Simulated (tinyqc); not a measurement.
Far from Gamma: eight-band Kane k.p model.

Eight-band Kane model, basis S, X, Y, Z times spin, zero of energy at the top of the unstrained valence band, c = hbar^2/2m0. Within each spin: H_SS = Eg + A c k^2, H_SX = i P kx (likewise Y, Z), H_XX = -Dso/3 + L kx^2 + M (ky^2 + kz^2), H_XY = N kx ky, and cyclic. Spin-orbit term (Dso/3) L.sigma on X, Y, Z with (L_k)_ij = -i epsilon_kij: <X+|H|Y+> = -i Dso/3, <X+|H|Z-> = Dso/3, <Y+|H|Z-> = -i Dso/3, <Z+|H|X-> = -Dso/3, <Z+|H|Y-> = i Dso/3, <X-|H|Y-> = i Dso/3, and their conjugates; + and - are the spin along z. Terms from inversion asymmetry are left out, so every level is twofold.

P = sqrt(Ep c); A = 1/me - Ep (Eg + 2 Dso/3)/(Eg (Eg + Dso)) keeps the electron mass; g1' = g1 - Ep/(3 Eg), g2' = g2 - Ep/(6 Eg), g3' = g3 - Ep/(6 Eg) remove the coupling to S that the Luttinger values already hold; L = -c (g1' + 4 g2'), M = -c (g1' - 2 g2'), N = -6 c g3'.

Constants: hbar^2/2m0 = 3.80998211 eV angstrom^2.

Values chosen for the exercise (near those of GaSb; the results hold for these values, not for the real material):
- Eg = 0.797 eV (gap at Gamma to the s-like level)
- Dso = 0.737 eV (spin-orbit splitting)
- Ep = 28.4 eV (Kane energy)
- me = 0.0369 m0 (electron mass at Gamma)
- g1 = 13.35 (Luttinger gamma1)
- g2 = 4.72 (gamma2)
- g3 = 6.01 (gamma3)

Pairs 3 and 4 along [100] out to 3.2 1/angstrom, beyond the zone edge but about the reach pi/h of a grid with h = 1 angstrom, with Ep as given and with Ep rescaled so that A = 1: Ep = (1/me - 1) Eg (Eg + Dso)/(Eg + 2 Dso/3). Crossings of E = Eg/2 are found on a scan of 320 points from 0.05 to 3.2 and refined by bisection.

Levels (eV):
```
kx (1/angstrom),pair 3,pair 4,"pair 3, rescaled","pair 4, rescaled"
0.0,0.000,0.797,0.000,0.797
0.4,-2.384,4.845,-2.384,4.295
0.8,-9.534,11.906,-8.248,8.476
1.2,-18.883,22.606,-13.444,13.169
1.6,-31.097,37.278,-19.518,18.584
2.0,-46.684,56.029,-26.653,24.879
2.4,-65.684,78.897,-34.961,32.162
2.8,-88.113,105.898,-44.518,40.507
3.2,-113.979,137.039,-55.372,49.963
```

A (a pure number) and L (eV angstrom^2) as given: -2.827  12.968

rescaled Ep = 24.77 eV

A and L rescaled: 1.000  -4.392

Crossings of mid-gap:
```
set,number,first kx (1/angstrom)
as given,0,-
rescaled,0,-
```

Is the parameter set safe for a calculation on a fine real-space grid?

Along this line and up to 3.2 1/angstrom, yes: no level crosses the middle of the gap; but A < 0 or L > 0 bends a band towards the gap, so this scan alone does not clear the set: other directions, such as [110] and [111], should be scanned too, and interfaces can still cause trouble. At large kx the S and X states dominate and (A c k^2)(L k^2) - P^2 k^2 must vanish for a state in the gap, which needs A L > 0, near k = P/sqrt(A c L); here A = -2.827 and L = 12.968 have opposite signs. In the rerun with Ep = 24.77 eV, A = 1.000 and L = -4.392 have opposite signs, and no level crosses. Electron, heavy- and light-hole masses at Gamma are the same for both sets.

(tinyqc, `OMP_NUM_THREADS=1 python tinyqc.py 1051012 1051013 out.jsonl`, Intel(R) Xeon(R) Processor @ 2.30GHz, 1 thread, shared host, about 0.09 s.)
